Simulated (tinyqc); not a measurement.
# From one set of inputs to another, one input at a time

Model: the 3-omega method: a line heater on a substrate with a thin film. Computed by tinyqc, a small Python program. Command: `OMP_NUM_THREADS=1 python tinyqc.py 3001293 3001294 out.jsonl threeomega ladder`. One thread of a shared host (Intel(R) Xeon(R) Processor @ 2.30GHz), about 0.02 s of CPU time with the checks.

A current at angular frequency omega = 2 pi f heats the line at 2 omega with the amplitude P per length; the temperature swing Delta T at 2 omega gives a voltage at 3 omega. The substrate is taken as semi-infinite and isotropic, and the heat capacity of heater and film is left out.

The inputs printed are set A. Set A is modelled on polycrystalline aluminium nitride on indium phosphide; the values taken over come from a set modelled on amorphous silicon on germanium. Inputs not listed in the table keep their values of set A, so the rows need not describe a real material.

Inputs (values chosen for the exercise, modelled on polycrystalline aluminium nitride on indium phosphide): substrate conductivity kappa = 65.1 W/(m K); substrate heat capacity C = 1.51 1e6 J/(m^3 K); heater half-width b = 10 micrometre; power amplitude per length P = 16 W/m; current frequency f = 260 Hz; film thickness t = 73 nm; film conductivity kappa_f = 28 W/(m K); interface resistance R_i = 6.9 m^2 K/GW; substrate thickness d_s = 525 micrometre; temperature coefficient of resistance beta = 2.2 1e-3/K; voltage amplitude V_1 = 0.56 V.

Method:
- D = kappa/C; q = sqrt(2 i omega/D); penetration depth 1/|q| = sqrt(D/(2 omega)).
- Delta T_s = (P/(pi kappa)) int_0^infinity (sin x/x)^2 / sqrt(x^2 + (q b)^2) dx with (q b)^2 = i |q b|^2, averaged over the heater width (12 Gauss-Legendre points on each of the pieces 0, 14 log-spaced edges from 1e-5 to 1, and multiples of pi to 40 pi; the tail adds 1/(4 (40 pi)^2)).
- For |q| b much below 1: Delta T_s = (P/(pi kappa)) [-ln(|q| b) + eta - i pi/4], eta = 3/2 - C_E = 0.92278, with Euler's C_E = 0.5772157.
- One-dimensional flow across the film: Delta T_f = P (t/kappa_f + R_i)/(2 b); total in-phase swing Delta T = Delta T_s + Delta T_f; third-harmonic amplitude V_3 = V_1 beta |Delta T|/2 with the out-of-phase part included; the apparent film conductivity is t/(t/kappa_f + R_i).

Each row keeps all changes above it:
```
input moved                                from    to  in-phase Delta T_s (K)  apparent film conductivity (W/(m K))  out-of-phase Delta T_s (K)
set A                                         -     -                  0.2633                                7.6784                    -0.06110
interface resistance R_i (m^2 K/GW)         6.9   4.7                  0.2633                                9.9902                    -0.06110
current frequency f (Hz)                    260    24                  0.3564                                9.9902                    -0.06140
power amplitude per length P (W/m)           16    59                  1.3142                                9.9902                    -0.22642
film conductivity kappa_f (W/(m K))          28   1.7                  1.3142                                1.5323                    -0.22642
substrate heat capacity C (1e6 J/(m^3 K))  1.51  1.67                  1.2996                                1.5323                    -0.22640
substrate conductivity kappa (W/(m K))     65.1  56.4                  1.4762                                1.5323                    -0.26130
heater half-width b (micrometre)             10   2.5                  1.9378                                1.5323                    -0.26151
```

Where does the difference come from?

In-phase Delta T_s goes from 0.263 to 1.94, a factor 7.36 in all. The largest single move comes from power amplitude per length P (a factor 3.69). Apparent film conductivity goes from 7.68 to 1.53, a factor 0.200 in all. The largest single move comes from film conductivity kappa_f (a factor 0.153), and interface resistance R_i works against it (a factor 1.30). Out-of-phase Delta T_s goes from -0.0611 to -0.262, -0.2 in all. The largest single move comes from power amplitude per length P (-0.165). The single moves hold for this order of the switches; the total does not depend on the order.

Caution (all rows): the penetration depth exceeds a fifth of the substrate thickness, so the back face is felt and the semi-infinite formula fails. Caution (rows set A, interface resistance R_i, current frequency f, power amplitude per length P): the film does not conduct much worse than the substrate, so heat spreads in it and the one-dimensional step is only approximate, and wrong once kappa_f nears or exceeds kappa.

Extremes, crossings and ranges named in words are read from the listed rows.
